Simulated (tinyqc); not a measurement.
Inside a calculation. Model: implant damage, amorphisation by cascade overlap, and solid-phase epitaxial regrowth. Computed by tinyqc, a small Python program that keeps every step. Command: `OMP_NUM_THREADS=1 python tinyqc.py 3110240 3110241 out.jsonl sper walk`. One thread of a shared host (Intel(R) Xeon(R) Processor @ 2.30GHz), about 0.01 s of CPU time with the checks. Intermediate numbers are printed to about 7 digits and carried at full precision; extremes and crossings named in words are read from the listed rows.

Range and width of the damage are inputs. Dynamic annealing enters only through the surviving share f.

Inputs (values chosen for the exercise, modelled on silicon ions in silicon):

| quantity | value | unit |
|---|---|---|
| atomic density N | 49.9 | 1/nm^3 |
| ion Z1 | 14 | - |
| ion mass M1 | 28 | u |
| target Z2 | 14 | - |
| target mass M2 | 28.09 | u |
| ion energy E | 21 | keV |
| displacement energy E_d | 17 | eV |
| depth of the damage peak R_d | 19 | nm |
| width of the damage profile s_d | 9.9 | nm |
| share of defects that survive f | 0.42 | - |
| critical displaced share x_c | 0.18 | - |
| dose Q | 1.4e+15 | 1/cm^2 |
| overlaps needed n | 2 | - |
| area amorphised by one track A_i | 0.4 | nm^2 |
| regrowth prefactor v0 | 4.7e+15 | nm/s |
| regrowth energy E_a | 2.71 | eV |
| anneal temperature | 708 | C |
| rate relative to (100) | 0.33 | - |
| peak enhancement by the dopant | 9 | - |
| ramp rate | 5.4 | K/s |

Constants: a_0 = 0.529177210903 angstrom; e^2/(4 pi eps_0) = 14.39964548 eV angstrom; k_B = 8.617333262e-05 eV/K.

## Damage energy and displacements per ion

Robinson partition: eps = E a M2/(Z1 Z2 (e^2/(4 pi eps_0)) (M1 + M2)), a = 0.8853 a_0/sqrt(Z1^(2/3) + Z2^(2/3)); k = 0.0793 Z1^(2/3) Z2^(1/2) (M1 + M2)^(3/2)/((Z1^(2/3) + Z2^(2/3))^(3/4) M1^(3/2) M2^(1/2)); damage energy T_d = E/(1 + k (eps + 0.40244 eps^(3/4) + 3.4008 eps^(1/6))); displacements nu = 0.8 T_d/(2 E_d).

reduced energy eps = 0.5121671

k = 0.1465215

damage energy T_d = 13.49223 keV

T_d/E = 0.6424871

displacements per ion nu = 317.4642

36 % of the energy goes to electrons.

## The amorphous layer

Displaced share x(z) = f nu Q exp(-(z - R_d)^2/(2 s_d^2))/(sqrt(2 pi) s_d N); the layer is amorphous where x > x_c, between R_d -/+ s_d sqrt(2 ln(x_max/x_c)), the upper edge being cut at the surface. Threshold dose Q_c = Q x_c/x_max.

peak displaced share x_max = 1.507462

threshold dose Q_c = 1.671684e+14 1/cm^2

upper edge = 0 nm

lower edge = 39.41046 nm

The layer reaches the surface. Caution: x above 1 counts atoms displaced more than once.

## Damage left below the interface

Displaced atoms per area beyond the lower edge z2: f nu Q (1/2) erfc((z2 - R_d)/(sqrt2 s_d)); they are not removed by regrowth.

share of the damage beyond z2 = 0.01961994

displaced atoms beyond z2 = 3.662434e+15 1/cm^2

## Layer against dose

The formulas are those given above.

Dose series; the last column is f nu Q erfc((z2 - R_d)/(sqrt2 s_d))/2:

| Q (1/cm^2) | x_max | upper edge (nm) | lower edge (nm) | displaced atoms beyond z2 (1/cm^2) |
|---|---|---|---|---|
| 1.84e+14 | 0.198124 | 14.66352 | 23.33648 | 8.112856e+15 |
| 2.51e+14 | 0.270266 | 10.07405 | 27.92595 | 6.145617e+15 |
| 4.18e+14 | 0.450085 | 5.59670 | 32.40330 | 4.898417e+15 |
| 6.69e+14 | 0.720352 | 2.51252 | 35.48748 | 4.274182e+15 |
| 1.17e+15 | 1.259808 | 0.00000 | 38.52965 | 3.785435e+15 |
| 2.01e+15 | 2.164285 | 0.00000 | 41.07895 | 3.448451e+15 |
| 4.18e+15 | 4.500851 | 0.00000 | 44.11974 | 3.112638e+15 |
| 8.36e+15 | 9.001703 | 0.00000 | 46.69245 | 2.872802e+15 |

A dose 45 times larger moves the lower edge from 23.3 to 46.7 nm, as the root of a logarithm, and the damage beyond it falls by a factor 2.8, since the edge lies on an ever steeper tail. The layer reaches the surface at Q_c exp(R_d^2/(2 s_d^2)) = 1.05e15 per cm^2.

## Overlap model

Gibbons model: a point turns amorphous after n + 1 hits; with y = A_i Q the amorphous share is 1 - exp(-y) sum_(k=0..n) y^k/k!. Doses are set by y.

Amorphous share:

| y | Q (1/cm^2) | direct impact (n = 0) | given n |
|---|---|---|---|
| 0.1 | 2.50e+13 | 0.0951626 | 1.546531e-04 |
| 0.3 | 7.50e+13 | 0.2591818 | 3.599493e-03 |
| 0.6 | 1.50e+14 | 0.4511884 | 2.311529e-02 |
| 1.0 | 2.50e+14 | 0.6321206 | 8.030140e-02 |
| 2.0 | 5.00e+14 | 0.8646647 | 3.233236e-01 |
| 3.0 | 7.50e+14 | 0.9502129 | 5.768099e-01 |
| 5.0 | 1.25e+15 | 0.9932621 | 8.753480e-01 |
| 8.0 | 2.00e+15 | 0.9996645 | 9.862460e-01 |

At small y the share grows as y^3; between the first rows the exponent is 2.86.

## Isothermal regrowth

v = v0 x orientation factor x exp(-E_a/(k_B T)) x [1 + (enhancement - 1) exp(-(z - R_d)^2/(2 s_d^2))], T = anneal temperature + 273.15 K; the dopant is taken to follow the damage profile; the lower front moves from the lower edge z2 to the surface, or to the middle (z1 + z2)/2 of a buried layer with upper edge z1; time = int dz/v; the equivalent undoped distance is that time times the undoped velocity.

undoped velocity = 18.63877 nm/s

distance to regrow = 39.41046 nm

time without enhancement = 2.114434 s

equivalent undoped distance = 8.325637 nm

time with enhancement = 0.4466838 s

The rate doubles for each 21 K or so near this temperature.

## Regrowth during a ramp

On a linear ramp from 200 C regrowth ends at the T_f where int v_undoped dT/(ramp rate) equals the equivalent undoped distance.

temperature at which regrowth ends = 641.1224 C

Checks made by the program: tail against quadrature of x(z) N (relative difference below 1e-10).
